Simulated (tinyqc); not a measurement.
From results back to parameters: overlap of hydrogenic dopants: pairs, impurity band and the Mott density. Two cases, with inputs chosen for the exercise.

Problem. Ry* = Ry m/eps^2, aB = a0 eps/m, and the Mott density is (0.26/aB)^3 (1/angstrom^3 = 1e24/cm^3). Binding energy and critical density come from a hidden mass and dielectric constant.

Constants: Ry = 13.60569312 eV; a0 (Bohr radius) = 0.5291772105 angstrom.

Find: aB; eps; m.

Method. aB = 0.26/n^(1/3); the product Ry* aB = Ry a0/eps gives eps, and m = a0 eps/aB.

Case 1.

binding energy = 29.10421 meV
critical density = 1.720032e+18 1/cm^3

Solution.

aB = 21.70 angstrom
eps = 11.40
m = 0.278 m0

Case 2.

binding energy = 41.14805 meV
critical density = 5.254847e+18 1/cm^3

Solution.

aB = 14.96 angstrom
eps = 11.70
m = 0.414 m0

Computed by tinyqc, one run a case: `OMP_NUM_THREADS=1 python tinyqc.py N N+1 out.jsonl` with N = 1450312, 1450323; one thread of a shared Intel(R) Xeon(R) Processor @ 2.30GHz, about 0.01 s a run at most.
